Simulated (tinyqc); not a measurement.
Fermi velocity from one capacitance.

Question. At zero temperature and without traps graphene has Cq = 2 q^3 phi/(pi hbar^2 vF^2), charge Cq phi/2, 1/C_G = 1/Cox + 1/Cq and Vg = phi + Cq phi/(2 Cox). Find Cq, phi, vF and n.

Constants: q = 1.602176634e-19 C, hbar = 1.054571817e-34 J s. Results are converted to the units shown.

Vg = 2.2755367 V
C_G = 0.41192439 uF/cm^2
Cox = 0.44320129 uF/cm^2

Solution. The series relation gives Cq, the voltage relation phi = Vg/(1 + Cq/(2 Cox)), and the formula for Cq then vF.

Cq = 5.84 uF/cm^2
phi = 0.300 V
vF = 1.10e6 m/s
n = 5.46e12 cm^-2

Program tinyqc, `OMP_NUM_THREADS=1 python tinyqc.py 2200035 2200036 out.jsonl`; Intel Xeon 2.30GHz, shared host, one thread, about 0.01 s.
